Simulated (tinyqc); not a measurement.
Worked calculation: thermal and gravitational stress in a wafer during furnace and rapid thermal processing, and the onset of slip. Computed by tinyqc, a small Python program that keeps every step. Command: `OMP_NUM_THREADS=1 python tinyqc.py 3000556 3000557 out.jsonl slip walk`. One thread of a shared host (Intel(R) Xeon(R) Processor @ 2.30GHz), about 0.01 s of CPU time with the checks. Intermediate numbers are printed to about 6 digits and carried at full precision; extremes and crossings named in words are read from the listed rows.

A thin free disc in plane stress, isotropic; T(r) = T_centre + dT (r/R)^n with n = 2. Stress is positive in tension; sigma_SB = 5.670374419e-8 W/(m^2 K^4), g = 9.80665 m/s^2.

Inputs (values chosen for the exercise, modelled on silicon):
```
quantity                             value        unit
wafer radius R                         150          mm
thickness t                            775  micrometre
Young's modulus E                      142         GPa
Poisson ratio nu                      0.21           -
expansion alpha                       4.49      1e-6/K
edge less centre temperature dT        2.5           K
temperature T                         1025           K
prefactor A of the critical stress  0.0005         MPa
energy U of the critical stress       1.03          eV
density rho                           2330      kg/m^3
heat capacity c                        913    J/(kg K)
conductivity k                        27.2     W/(m K)
wafer spacing s                         14          mm
ramp rate                               18       K/min
radius of the support ring over R      0.8           -
```

Temperature profile: parabolic.

Constants: k_B = 8.617333262e-05 eV/K.

## Thermal stress

With x = r/R: s_rr = alpha E dT (1 - x^n)/(n + 2), s_tt = alpha E dT [1 - (n + 1) x^n]/(n + 2).

Temperature and stresses at r/R = 0, 0.3, 0.5, 0.7, 0.8, 0.9, 0.95, 1:
```
r/R   T - T_centre (K)  s_rr (MPa)  s_tt (MPa)
0.00           0.00000    0.398487    0.398487
0.30           0.22500    0.362624    0.290896
0.50           0.62500    0.298866    0.099622
0.70           1.22500    0.203229   -0.187289
0.80           1.60000    0.143456   -0.366609
0.90           2.02500    0.075713   -0.569837
0.95           2.25625    0.038853   -0.680417
1.00           2.50000    0.000000   -0.796975
```

hoop stress at the edge = -0.796975 MPa

r/R where s_tt = 0 = 0.577350

The hot edge is squeezed; the edge stress is n times that at the centre in size.

## Resolved stress round the edge

At the edge the stress is uniaxial along the tangent d = (cos phi, sin phi, 0) of a (001) wafer; the Schmid factor is the largest |(d.n)(d.b)| over the twelve {111}<110> systems.

Schmid factor and resolved stress at phi = 0, 7.5, 15, 22.5, 30, 37.5 and 45 degrees from [100]:
```
phi from [100] (degrees)  Schmid factor  resolved stress (MPa)
0.0                            0.408248               0.325364
7.5                            0.454124               0.361926
15.0                           0.482963               0.384909
22.5                           0.492799               0.392749
30.0                           0.482963               0.384909
37.5                           0.454124               0.361926
45.0                           0.408248               0.325364
```

The factor is 1/sqrt(6) = 0.408 along <100> and <110> and peaks at 0.4928 at 22.5 degrees, so slip, if any, starts at eight places between these directions.

## Slip criterion

Critical resolved stress tau_c = A exp(U/(k_B T)), a form chosen for the exercise; slip when 0.492799 |s_tt(R)| > tau_c; allowed |dT| = tau_c (n + 2)/(0.492799 n alpha E).

critical stress tau_c = 57.9872 MPa

resolved over critical stress = 0.00677302

allowed |dT| = 369.112 K

No slip; the margin is a factor 150. Caution: at lower temperature the exponential form overstates the strength: fracture from edge flaws comes first.

## Ramp rate in a batch furnace

In a stack heated from the rim, heat flows inward by conduction and by radiation between wafers: k_eff = k + (16/3) sigma_SB T^3 s^2/t (a diffusion estimate with the spacing as path length). A steady ramp gives the parabolic lag dT = rho c (ramp) R^2/(4 k_eff); the allowed ramp uses n = 2.

k_eff = 109.564 W/(m K)

lag of the centre = 32.7645 K

allowed ramp rate = 202.781 K/min

Radiation carries 75 % of the inward flow. The ramp is 0.09 of the allowed one.

## Gravity

Own weight q = rho g t on a ring of radius b R, x = r/R: moments of an edge-supported plate, M_r = q R^2 (3 + nu)(1 - x^2)/16 and M_t = q R^2 [(3 + nu) - (1 + 3 nu) x^2]/16, less the uniform moment inside the ring load, q R^2 [(1 - nu)(1 - b^2) - 2 (1 + nu) ln b]/8; stress at the lower face = 6 M/t^2.

stress at the centre = 0.388368 MPa

radial stress at the ring = -0.122694 MPa

hoop stress at the ring = 0.128856 MPa

The largest of these is 0.0033 tau_c when halved for shear. Point supports give far higher local stress than a ring.

## Position of the support ring

The formulas are those given above.

Stress at the lower face (MPa):
```
b        centre  radial at ring  hoop at ring  largest in size
0.40  -0.634859       -0.762625     -0.699737         0.762625
0.50  -0.330815       -0.530449     -0.432187         0.530449
0.60  -0.068061       -0.355533     -0.214036         0.355533
0.65   0.052878       -0.284503     -0.118440         0.284503
0.70   0.168636       -0.222646     -0.030052         0.222646
0.75   0.280201       -0.168975      0.052115         0.280201
0.80   0.388368       -0.122694      0.128856         0.388368
0.90   0.596999       -0.049814      0.268555         0.596999
1.00   0.798535        0.000000      0.393048         0.798535
```

Among these rows the largest stress is least, 0.223 MPa, for a ring at 0.7 R, 3.6 times below edge support: the overhang balances the sag of the centre. All values scale as R^2/t.

## Limits against temperature

The formulas are those given above.

For the parabolic profile:
```
T (K)  tau_c (MPa)  allowed |dT| (K)  k_eff (W/(m K))  allowed ramp (K/min)
1050       43.9291           279.626          115.739               162.277
1125       20.5668           130.916          136.099                89.340
1200       10.5872            67.391          159.363                53.851
1275        5.8928            37.510          185.724                34.931
1350        3.5005            22.282          215.377                24.064
1425        2.1966            13.982          248.514                17.424
1500        1.4442             9.193          285.330                13.152
```

From 1050 to 1500 K the allowed difference falls 30 times and the allowed ramp 12 times; radiation, which grows as T^3, gives back a factor 2.47. Ramps must slow as the wafer gets hotter.

Checks made by the program: force balance: the hoop stress integrates to zero (added to the edge stress) (relative difference below 1e-10).
